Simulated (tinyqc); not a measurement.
## Charge pumping in an n-channel transistor: effect of temperature

The gate is pulsed from accumulation to inversion and back. Energies E are counted from the intrinsic level; Dit(E) = D0 [1 + b (2 E/Eg)^2]. During each edge the traps near the bands emit their carriers, and those between Eh and Ee recombine once a cycle.

Nc and Nv are given at 200 K and scale as T^1.5, vth as T^0.5; Eg and the cross-sections are held. ni = sqrt(Nc Nv) exp(-Eg/(2 Vt)), Eg in volts; emission times te = (dV/Va) tf and th = (dV/Va) tr; Ee = -Vt ln(vth sn ni te), Eh = +Vt ln(vth sp ni th). Nit = integral of Dit from Eh to Ee = D0 [Ee - Eh + 4 b (Ee^3 - Eh^3)/(3 Eg^2)], Qcp = q A Nit, Icp = f Qcp.

Values chosen for this exercise; band and dielectric values close to those of silicon:
- Eg = 1.14 eV (band gap)
- Nc = 1.55e19 cm^-3 (conduction-band density of states at 200 K)
- Nv = 1.42e19 cm^-3 (valence-band density of states at 200 K)
- A = 3.6 um^2 (gate area)
- D0 = 2e10 cm^-2 eV^-1 (trap density at midgap)
- b = 1.1 (rise of the trap density towards the band edges)
- sn = 2.2e-16 cm^2 (cross-section for electrons)
- sp = 1.1e-16 cm^2 (cross-section for holes)
- vth = 1.2e7 cm/s (thermal velocity at 200 K, one nominal value for electrons and holes)
- dV = 0.86 V (Vth - Vfb)
- Va = 2.6 V (pulse height)
- f = 50000 Hz (frequency)
- tr = 520 ns (rise time)
- tf = 880 ns (fall time)

Constants: q = 1.602176634e-19 C, kB = 1.380649e-23 J/K, Vt = kB T/q. Results are converted to the units shown.

Results:
```
T (K)  Ee (eV)  Eh (eV)  Nit (cm^-2)  Icp (pA)
180     0.4284  -0.4473     2.131e10     6.145
220     0.3893  -0.4124     1.895e10     5.465
300     0.3075  -0.3391     1.447e10     4.173
340     0.2652  -0.3009     1.236e10     3.564
380     0.2221  -0.2620     1.033e10     2.980
420     0.1782  -0.2223      8.386e9     2.419
```

Estimate the missing row, T = 260 K.

Computed row:
```
T (K)  Ee (eV)  Eh (eV)  Nit (cm^-2)  Icp (pA)
260     0.3489  -0.3763     1.667e10     4.806
```

With this row back in the table: The window Ee - Eh shrinks from 0.876 to 0.401 eV, since emission is faster when hot, and Icp falls from 6.14 to 2.42 pA.

Range of the model: The Fermi levels of inversion and accumulation are taken to lie beyond Ee and Eh, the flat tops to fill all traps, and no geometric current is added.

Program tinyqc, `OMP_NUM_THREADS=1 python tinyqc.py 2030023 2030024 out.jsonl`; Intel Xeon 2.30GHz, shared host, one thread, about 0.01 s.
